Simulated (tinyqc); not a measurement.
Plane-wave Kohn-Sham cycle with exchange-only LDA in a layered model solid, step by step. Computed by tinyqc, a small Python program that keeps every step. Settings: points = 16, plane-wave index or count = 3, electrons = 4, k points = 1, area = 39.0, mixing = 0.3, iteration cap = 69, Kerker q0 = 1.29. Command: `OMP_NUM_THREADS=1 python tinyqc.py 26966 26967 out.jsonl` (the two numbers bound the seeds that draw the settings). One thread of a shared host (Intel(R) Xeon(R) Processor @ 2.60GHz), about 0.02 s of CPU time with the checks. Later iterations appear only in the table of the cycle.

## Iteration 1: potential

A solid whose potential varies along x alone (atomic units):
```
parameter                      value
period a                    8.100000
cross-section of the cell  39.000000
electrons per cell                 4
grid points                       16
plane waves -n..n, n               3
k points                           1
V1 in V1 cos(2 pi x/a)     -0.680000
```

density at the start, on the grid x_j = j a/N (e/bohr^3): 0.0126622  0.0126622  0.0126622  0.0126622  0.0126622  0.0126622  0.0126622  0.0126622  0.0126622  0.0126622  0.0126622  0.0126622  0.0126622  0.0126622  0.0126622  0.0126622

V_H(G) = 4 pi rho(G)/G^2 for G != 0 (uniform background); v_x = -(3 rho/pi)^(1/3); V = V_ext + V_H + v_x; Fourier components f(G_m) = (1/N) sum_j f(x_j) exp(-i G_m x_j).

Potentials on the grid (hartree):
```
x           V_ext      V_H       v_x         V
0.00000  -0.68000  0.00000  -0.22952  -0.90952
0.50625  -0.62824  0.00000  -0.22952  -0.85776
1.01250  -0.48083  0.00000  -0.22952  -0.71036
1.51875  -0.26022  0.00000  -0.22952  -0.48975
2.02500         0  0.00000  -0.22952  -0.22952
2.53125   0.26022  0.00000  -0.22952   0.03070
3.03750   0.48083  0.00000  -0.22952   0.25131
3.54375   0.62824  0.00000  -0.22952   0.39871
4.05000   0.68000  0.00000  -0.22952   0.45048
4.55625   0.62824  0.00000  -0.22952   0.39871
5.06250   0.48083  0.00000  -0.22952   0.25131
5.56875   0.26022  0.00000  -0.22952   0.03070
6.07500         0  0.00000  -0.22952  -0.22952
6.58125  -0.26022  0.00000  -0.22952  -0.48975
7.08750  -0.48083  0.00000  -0.22952  -0.71036
7.59375  -0.62824  0.00000  -0.22952  -0.85776
```

V(G_m), m = 0, 1, 2, ... (hartree): -0.22952  -0.34000  0.00000  0.00000  0.00000  0.00000  0.00000

## Iteration 1: Hamiltonian at one k

k = 0.00000 2 pi / a

H(m,m') = (k + G_m)^2/2 delta + V(G_m - G_m'), with V(-G) = V(G).

H (hartree):
```
          -3        -2        -1        +0        +1        +2        +3
-3   2.47819  -0.34000   0.00000   0.00000   0.00000   0.00000   0.00000
-2  -0.34000   0.97390  -0.34000   0.00000   0.00000   0.00000   0.00000
-1   0.00000  -0.34000   0.07133  -0.34000   0.00000   0.00000   0.00000
+0   0.00000   0.00000  -0.34000  -0.22952  -0.34000   0.00000   0.00000
+1   0.00000   0.00000   0.00000  -0.34000   0.07133  -0.34000   0.00000
+2   0.00000   0.00000   0.00000   0.00000  -0.34000   0.97390  -0.34000
+3   0.00000   0.00000   0.00000   0.00000   0.00000  -0.34000   2.47819
```

## Iteration 1: levels at that k

Diagonalise the Hermitian matrix.

eigenvalues (hartree): -0.61041  -0.04719  0.31025  1.01703  1.04039  2.55359  2.55366

## Iteration 1: new density

Motion across x is left out: the lowest 2 band(s) hold two electrons at each of the k points (j + 1/2)/nk - 1/2. Residual R = rho(out) - rho(in); rho(new) = rho(in) + 0.3 R, with R(G) scaled by G^2/(G^2 + 1.29^2) (Kerker). rho(out) = 2/(a A nk) sum |psi|^2 with psi = sum c exp(i G x). Harris energy E = band energy - dV sum rho (V_H/2 + v_x) + (3/4) dV sum rho v_x with rho(in), dV = a A/N, band energy = (2/nk) sum of the filled levels.

rho(out) (e/bohr^3): 0.0218751  0.0239049  0.0253626  0.0207370  0.0124046  0.0055804  0.0019256  0.0004265  0.0000373  0.0004265  0.0019256  0.0055804  0.0124046  0.0207370  0.0253626  0.0239049

density after iteration 1 (e/bohr^3): 0.0127215  0.0133688  0.0141510  0.0136946  0.0125407  0.0118044  0.0116758  0.0117811  0.0118416  0.0117811  0.0116758  0.0118044  0.0125407  0.0136946  0.0141510  0.0133688

energy per cell = -1.0856750 hartree

## Iteration 2: potential

As before.

Potentials on the grid (hartree):
```
x           V_ext       V_H       v_x         V
0.00000  -0.68000   0.02042  -0.22988  -0.88946
0.50625  -0.62824   0.02013  -0.23372  -0.84182
1.01250  -0.48083   0.01753  -0.23819  -0.70149
1.51875  -0.26022   0.01050  -0.23560  -0.48533
2.02500         0   0.00033  -0.22879  -0.22845
2.53125   0.26022  -0.00957  -0.22422   0.02644
3.03750   0.48083  -0.01687  -0.22340   0.24056
3.54375   0.62824  -0.02107  -0.22407   0.38310
4.05000   0.68000  -0.02240  -0.22445   0.43314
4.55625   0.62824  -0.02107  -0.22407   0.38310
5.06250   0.48083  -0.01687  -0.22340   0.24056
5.56875   0.26022  -0.00957  -0.22422   0.02644
6.07500         0   0.00033  -0.22879  -0.22845
6.58125  -0.26022   0.01050  -0.23560  -0.48533
7.08750  -0.48083   0.01753  -0.23819  -0.70149
7.59375  -0.62824   0.02013  -0.23372  -0.84182
```

V(G_m), m = 0, 1, 2, ... (hartree): -0.22939  -0.33187  0.00005  0.00111  0.00054  0.00010  0.00002

## Iteration 2: Hamiltonian at one k

k = 0.00000 2 pi / a

As before.

H (hartree):
```
          -3        -2        -1        +0        +1        +2        +3
-3   2.47832  -0.33187   0.00005   0.00111   0.00054   0.00010   0.00002
-2  -0.33187   0.97403  -0.33187   0.00005   0.00111   0.00054   0.00010
-1   0.00005  -0.33187   0.07146  -0.33187   0.00005   0.00111   0.00054
+0   0.00111   0.00005  -0.33187  -0.22939  -0.33187   0.00005   0.00111
+1   0.00054   0.00111   0.00005  -0.33187   0.07146  -0.33187   0.00005
+2   0.00010   0.00054   0.00111   0.00005  -0.33187   0.97403  -0.33187
+3   0.00002   0.00010   0.00054   0.00111   0.00005  -0.33187   2.47832
```

## Iteration 2: levels at that k

As before.

eigenvalues (hartree): -0.59766  -0.04265  0.30585  1.01565  1.03655  2.55020  2.55030

## Iteration 2: new density

As before.

rho(out) (e/bohr^3): 0.0216822  0.0237207  0.0252566  0.0207800  0.0125421  0.0057031  0.0019883  0.0004452  0.0000417  0.0004452  0.0019883  0.0057031  0.0125421  0.0207800  0.0252566  0.0237207

density after iteration 2 (e/bohr^3): 0.0129121  0.0140364  0.0153927  0.0145712  0.0124860  0.0111013  0.0107968  0.0109400  0.0110347  0.0109400  0.0107968  0.0111013  0.0124860  0.0145712  0.0153927  0.0140364

energy per cell = -1.0529041 hartree

## Convergence

Stop when sqrt(dV sum R^2) is below 1e-8, dV = a A/N.

Course of the cycle:
```
iteration  E (hartree)  norm of the residual
1           -1.0856750              1.77e-01
2           -1.0529041              1.60e-01
3           -1.0254026              1.46e-01
4           -1.0025057              1.32e-01
5           -0.9835447              1.20e-01
6           -0.9679056              1.10e-01
7           -0.9550471              9.97e-02
8           -0.9445034              9.08e-02
9           -0.9358785              8.27e-02
10          -0.9288388              7.53e-02
11          -0.9231052              6.85e-02
...                ...                   ...
59          -0.8995270              7.77e-04
60          -0.8995275              7.09e-04
61          -0.8995280              6.46e-04
62          -0.8995284              5.89e-04
63          -0.8995287              5.38e-04
64          -0.8995290              4.90e-04
65          -0.8995293              4.47e-04
66          -0.8995295              4.08e-04
67          -0.8995297              3.72e-04
68          -0.8995298              3.39e-04
69          -0.8995300              3.10e-04
```

Not converged within 69 iterations: the residual falls steadily but slowly, by a factor of about 0.91 a step. Reruns (cap 100 unless said): mixing 0.1: not converged; mixing 0.5, Kerker q0 1.0: converged in 73 (E = -0.89953); mixing 0.3, Pulay depth 5: converged in 17 (E = -0.89953); the original settings with a cap of 400: converged in 182 (E = -0.89953).
